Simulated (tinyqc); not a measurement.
Double-gate transistor below threshold, two-dimensional Poisson equation on a small mesh: two steps of the calculation.

Half of a symmetric double-gate structure: row 0 is the mid-plane of the body, where the normal field vanishes. Mobile charge is neglected (subthreshold), the body is fully depleted, and potentials are counted from the intrinsic level; rows run upward to the gate, columns from source to drain.

Values chosen for this exercise: temperature T = 300 K; potential of the source Vbi = 0.5 V.

Constants: q = 1.602176634e-19 C, kB = 1.380649e-23 J/K, Vt = kB T/q. Results are converted to the units shown.

Problem 1. Gauss-Seidel sweep. Free nodes: rows 0..4, columns 1..5, taken row by row from row 0, left to right. t = (up psi(above) + dn psi(below) + lat [psi(left) + psi(right)] + s)/(up + dn + 2 lat), with the newest neighbours; psi(new) = t.

psi at the start (fixed values on the edges, free nodes at zero) (V):

|  | j=0 | j=1 | j=2 | j=3 | j=4 | j=5 | j=6 |
|---|---|---|---|---|---|---|---|
| row 0 | 0.5000000 | 0.0000000 | 0.0000000 | 0.0000000 | 0.0000000 | 0.0000000 | 1.5000000 |
| row 1 | 0.5000000 | 0.0000000 | 0.0000000 | 0.0000000 | 0.0000000 | 0.0000000 | 1.5000000 |
| row 2 | 0.5000000 | 0.0000000 | 0.0000000 | 0.0000000 | 0.0000000 | 0.0000000 | 1.5000000 |
| row 3 | 0.5000000 | 0.0000000 | 0.0000000 | 0.0000000 | 0.0000000 | 0.0000000 | 1.5000000 |
| row 4 | 0.2900000 | 0.0000000 | 0.0000000 | 0.0000000 | 0.0000000 | 0.0000000 | 0.7900000 |
| row 5 | 0.0800000 | 0.0800000 | 0.0800000 | 0.0800000 | 0.0800000 | 0.0800000 | 0.0800000 |

| row | up | dn | lat | s (V) |
|---|---|---|---|---|
| 0 | 29.766667 | 0 | 1.4842105 | 0 |
| 1 | 29.766667 | 29.766667 | 2.9684211 | 0 |
| 2 | 29.766667 | 29.766667 | 2.9684211 | 0 |
| 3 | 13.194444 | 29.766667 | 3.6157895 | 0 |
| 4 | 13.194444 | 13.194444 | 4.2631579 | 0 |

Wanted: psi after iteration 1.

Solution 1.

psi after iteration 1 (V):

|  | j=0 | j=1 | j=2 | j=3 | j=4 | j=5 | j=6 |
|---|---|---|---|---|---|---|---|
| row 0 | 0.5000 | 0.0227 | 0.0010 | 0.0000 | 0.0000 | 0.0680 | 1.5000 |
| row 1 | 0.5000 | 0.0330 | 0.0020 | 0.0001 | 0.0000 | 0.0989 | 1.5000 |
| row 2 | 0.5000 | 0.0377 | 0.0026 | 0.0002 | 0.0000 | 0.1130 | 1.5000 |
| row 3 | 0.5000 | 0.0584 | 0.0057 | 0.0005 | 0.0000 | 0.1751 | 1.5000 |
| row 4 | 0.2900 | 0.0877 | 0.0431 | 0.0357 | 0.0346 | 0.1971 | 0.7900 |
| row 5 | 0.0800 | 0.0800 | 0.0800 | 0.0800 | 0.0800 | 0.0800 | 0.0800 |

Problem 2. Barrier, swing and barrier lowering. The barrier is read along row 0, the path farthest from the gate. Take the node j of lowest psi: barrier Vbi - psi_j; swing Vt ln 10/(d psi_j/dVg); DIBL = (d psi_j/dVd)/(d psi_j/dVg). The derivatives solve the same equations with s = 0 and a unit change of that voltage.

converged psi (V):

|  | j=0 | j=1 | j=2 | j=3 | j=4 | j=5 | j=6 |
|---|---|---|---|---|---|---|---|
| row 0 | 0.5000000 | 0.3485061 | 0.2946208 | 0.3397575 | 0.5076792 | 0.8676913 | 1.5000000 |
| row 1 | 0.5000000 | 0.3436391 | 0.2896835 | 0.3336353 | 0.4981013 | 0.8541142 | 1.5000000 |
| row 2 | 0.5000000 | 0.3285601 | 0.2749824 | 0.3154950 | 0.4694217 | 0.8116301 | 1.5000000 |
| row 3 | 0.5000000 | 0.3017274 | 0.2508985 | 0.2860447 | 0.4219662 | 0.7346258 | 1.5000000 |
| row 4 | 0.2900000 | 0.2007877 | 0.1730045 | 0.1919886 | 0.2664733 | 0.4368425 | 0.7900000 |
| row 5 | 0.0800000 | 0.0800000 | 0.0800000 | 0.0800000 | 0.0800000 | 0.0800000 | 0.0800000 |

d psi/dVg on row 0: j=0 0.00000000, j=1 0.42597968, j=2 0.65092389, j=3 0.71765486, j=4 0.65092389, j=5 0.42597968, j=6 0.00000000
d psi/dVd on row 0: j=0 0.0000000, j=1 0.0274175, j=2 0.0680089, j=3 0.1411726, j=4 0.2810672, j=5 0.5466028, j=6 1.0000000

Find: j; barrier; swing; DIBL.

Solution 2.

j = 2
barrier = 0.20538 V
swing = 91.449 mV/decade
DIBL = 104.48 mV/V

Numbers from tinyqc (`OMP_NUM_THREADS=1 python tinyqc.py 2480067 2480068 out.jsonl`; about 0.09 s on one thread of a shared Intel Xeon 2.30GHz).
